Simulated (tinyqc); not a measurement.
Inside a calculation. Model: MOS capacitor on an n-type substrate, surface potential from the exact charge relation.

Computed by the program tinyqc: `OMP_NUM_THREADS=1 python tinyqc.py 2060159 2060160 out.jsonl`, one thread of a shared Intel Xeon 2.30GHz, about 0.01 s for the whole run. Printed values are rounded.

Uniform n-type substrate, Boltzmann statistics, full ionisation, classical densities. psi is the surface potential against the body (positive when the bands bend down) and u = -psi/Vt. Traps are spread evenly over the gap and neutral at flat band, so their charge is -q Dit psi; the minority quasi-Fermi level is shifted by Vb.

Inputs (values chosen for the exercise); band and dielectric values close to those of silicon:
- T = 300 K (temperature)
- Eg = 1.13 eV (band gap)
- eps_r = 11.5 (relative permittivity)
- Nc = 2.82e19 cm^-3 (conduction-band density of states at T)
- Nv = 2.66e19 cm^-3 (valence-band density of states at T)
- chi = 4.01 eV (electron affinity)
- N = 2.2e15 cm^-3 (donor density of the substrate)
- eox = 3.9 (relative permittivity of the gate insulator (close to silicon dioxide))
- tox = 2.1 nm (insulator thickness)
- phiM = 4.59 eV (gate work function)
- Nf = 1.2e11 cm^-2 (fixed charge at the interface, in units of q)
- Dit = 0 cm^-2 eV^-1 (density of interface traps)
- Vb = 0 V (reverse bias of the inversion layer against the body)
- Vg = 0.05 V (gate voltage against the body)

Constants: q = 1.602176634e-19 C, kB = 1.380649e-23 J/K, Vt = kB T/q, eps0 = 8.8541878128e-14 F/cm where lengths are in cm. Results are converted to the units shown.

## Flat band, threshold and scales

ni = sqrt(Nc Nv) exp(-Eg/(2 Vt)), Eg in volts; phiF = Vt ln(N/ni); Cox = eps0 eox/tox; Vfb = phiM - chi - Vt ln(Nc/N) - q Nf/Cox; Q0 = sqrt(2 eps0 eps_r q N Vt); r = (ni/N)^2 exp(-Vb/Vt); VT = Vfb - [(2 phiF + Vb)(1 + q Dit/Cox) + sqrt(2 eps0 eps_r q N (2 phiF + Vb))/Cox].

ni = 8.83046e9 cm^-3
phiF = 0.321231 V
Cox = 1.64435 uF/cm^2
Vfb = 0.323784 V
Q0 = 4.30776 nC/cm^2
r = 1.61109e-11
VT = -0.331738 V

## Starting value

psi = Vg - Vfb, limited to the range from +4 Vt to -(2 phiF + Vb + 4 Vt).

psi at the start = -0.273784 V

## Iteration 1: Newton step for the surface potential

u = -psi/Vt; F^2 = exp(-u) + u - 1 + r (exp(u) - u - 1); Qs = +sign(u) Q0 F; Cs = -dQs/dpsi = (Q0/Vt) |1 - exp(-u) + r (exp(u) - 1)|/(2 F). f = Vfb + psi + (q Dit psi - Qs)/Cox - Vg, f' = 1 + (Cs + q Dit)/Cox, psi(new) = psi - f/f'.

u = 10.5904
F = 3.09684
Qs = 13.3405 nC/cm^2
Cs = 0.0269028 uF/cm^2
f = -0.00811292 V
f' = 1.01636
psi after iteration 1 = -0.265801 V

## Iteration 2: Newton step for the surface potential

As before.

u = 10.2816
F = 3.04659
Qs = 13.1240 nC/cm^2
Cs = 0.0273464 uF/cm^2
f = 1.06782e-6 V
f' = 1.01663
psi after iteration 2 = -0.265802 V

## Course of the Newton iteration

Stop when the step is below 1e-10 V, or after 60 iterations.

Course of the iteration:
```
iteration  psi before the step (V)     f (V)   step (V)
1                        -0.273784  -8.11e-3    7.98e-3
2                        -0.265801   1.07e-6   -1.05e-6
3                        -0.265802  1.91e-14  -1.88e-14
```

Converged in 3 iterations.

## Charges, field and capacitances at the solution

converged psi = -0.265802 V

u = -psi/Vt; F^2 = exp(-u) + u - 1 + r (exp(u) - u - 1); Qs = +sign(u) Q0 F; Cs = -dQs/dpsi = (Q0/Vt) |1 - exp(-u) + r (exp(u) - 1)|/(2 F). Low frequency: 1/C_LF = 1/Cox + 1/(Cs + q Dit). High frequency, in the simple estimate in which traps and minority carriers do not follow: 1/C_HF = 1/Cox + 1/Cd, Cd being Cs with r = 0 at the same psi. Minority sheet density N_inv = (Q0/(2 q)) int_0^u r (exp(t) - 1)/F(t) dt for u > 0. Oxide field |Qs - q Dit psi + q Nf|/(eps0 eox).

Qs = 13.1240 nC/cm^2
N_inv = 2212.78 cm^-2
oxide field = 0.0936834 MV/cm
Cs = 0.0273463 uF/cm^2
C_LF/Cox = 0.0163584
C_HF/Cox = 0.0163584

The surface is in depletion (borders at |psi| = 0, phiF + Vb and 2 phiF + Vb = 0.642 V).
